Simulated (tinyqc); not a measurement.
Band bending at a free surface with one surface level, surface photovoltage and Kelvin probe: two steps of the calculation.

n-type bulk, xi = Ec - EF = Vt ln(Nc/Nd), p0 = ni^2/Nd, ni = sqrt(Nc Nv) exp(-Eg/(2 Vt)), Eg in volts. b is the upward band bending, u = b/Vt. Space charge per area, in units of q: Qc = sign(b) sqrt((2 eps0 eps_r Vt/q) [(Nd + dn)(exp(-u) - 1) + Nd u + (p0 + dn)(exp(u) - 1)]), with dn the excess density under light (flat quasi-Fermi levels; 0 in the dark). The level holds -Ns f, f = 1/(1 + exp((xi + b - Es)/Vt)). Neutrality: Qc + Qf + (charge of the states) = 0.

Inputs (values chosen for the exercise); band and dielectric values close to those of silicon: temperature T = 300 K; band gap Eg = 1.13 eV; relative permittivity eps_r = 11.5; conduction-band density of states at T Nc = 2.81e19 cm^-3; valence-band density of states at T Nv = 2.6e19 cm^-3; electron affinity chi = 4.12 eV; donor density Nd = 3.7e17 cm^-3; excess carrier density under light dn = 7e13 cm^-3.

Constants: q = 1.602176634e-19 C, kB = 1.380649e-23 J/K, Vt = kB T/q, eps0 = 8.8541878128e-14 F/cm where lengths are in cm. Results are converted to the units shown.

Question 1. Bulk quantities. xi, ni, p0, the Debye length sqrt(eps0 eps_r Vt/(q Nd)) and the flat-band work function chi + xi.

Wanted: xi; ni; p0; Debye length; chi + xi.

Answer 1.

xi = 0.1119 eV
ni = 8.715e9 cm^-3
p0 = 205.3 cm^-3
Debye length = 6.664 nm
chi + xi = 4.232 eV

Question 2. Surface photovoltage. Under chopped light the surface charge keeps its dark value, so b falls to bL with Qc(bL, dn) = Qc(b, 0); the photovoltage is b - bL. Qc rises with b, so bL follows by bisection.

converged b = 0.11675906 V

Find: bL; photovoltage; share of b removed; excess holes at the surface, dn exp(bL/Vt).

Answer 2.

bL = 0.11632 V
photovoltage = 0.43516 mV
share of b removed = 0.37270 %
excess holes at the surface, dn exp(bL/Vt) = 6.2987e15 cm^-3

Program tinyqc, `OMP_NUM_THREADS=1 python tinyqc.py 2430117 2430118 out.jsonl`; Intel Xeon 2.30GHz, shared host, one thread, about 0.01 s.
